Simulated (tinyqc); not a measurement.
# Worked calculation: n-type polysilicon, carrier trapping at grain boundaries

tinyqc, about 0.01 s, one thread, Intel Xeon 2.30GHz (shared host): `OMP_NUM_THREADS=1 python tinyqc.py 2830278 2830279 out.jsonl` Printed values are rounded.

One-dimensional grains of size Lg, uniform ionised doping N, monovalent traps Qt at each boundary at a depth Et below (for electrons) or above (for holes) the band edge there, abrupt depletion of width W on each side of a boundary, Boltzmann statistics. xi is the distance from the band edge at the grain centre to the Fermi level. Trapped charge Qt/(1 + exp((xi + VB - Et)/Vt)) = 2 N W, barrier VB = q N W^2/(2 eps0 eps_r).

Values chosen for this exercise; values of the order met in polycrystalline silicon: temperature T = 300 K; relative permittivity eps_r = 11.7; conduction-band density of states at T NB = 2.8e19 cm^-3; grain size Lg = 29 nm; trap density of a grain boundary Qt = 4.1e12 cm^-2; depth of the trap level from the majority band edge at the boundary Et = 0.34 eV; mass for thermionic emission ms = 0.54 m0; correction factor of the emission rate fe = 0.12; doping N = 5.5e17 cm^-3.

Constants: q = 1.602176634e-19 C, kB = 1.380649e-23 J/K, m0 = 9.1093837015e-31 kg, Vt = kB T/q, eps0 = 8.8541878128e-14 F/cm where lengths are in cm. Results are converted to the units shown.

## Depletion width, Fermi level and barrier

If the trap equation with xi = Vt ln(NB/N) has a root W < Lg/2, the grain is partly depleted; otherwise W = Lg/2 and the trap equation gives xi = Et - VB + Vt ln(Qt/(N Lg) - 1). N* = Qt/Lg.

N* = 1.413793e18 cm^-3
W = 14.5 nm
xi = 0.2622480 V
VB = 0.08942202 V
share of traps filled = 0.3890244

N is 0.389 N*, and the grain is fully depleted; VB = 3.46 Vt.

## Resistivity and effective mobility

n0 = NB exp(-xi/Vt); mean density n0 (1 - 2 W/Lg) by charge balance in a partly depleted grain, and n0 (sqrt(pi)/2) erf(u)/u with u = sqrt(VB/Vt) in a fully depleted one; v = sqrt(kB T/(2 pi ms m0)); barrier resistivity Vt exp(VB/Vt)/(q fe n0 v Lg); grain resistivity (1 - 2 W/Lg)/(q n0 mug); effective mobility 1/(q mean density total resistivity).

n0 = 1.100490e15 cm^-3
mean density = 5.199172e14 cm^-3
v = 3.660757e6 cm/s
barrier resistivity = 3658.231 ohm cm
grain resistivity = 0.000000 ohm cm
resistivity = 3658.231 ohm cm
effective mobility = 3.281589 cm^2/(V s)

The resistivity is 54800 times that of a single crystal with the same N and mobility mug, and the mean density is 0.0945 % of N.
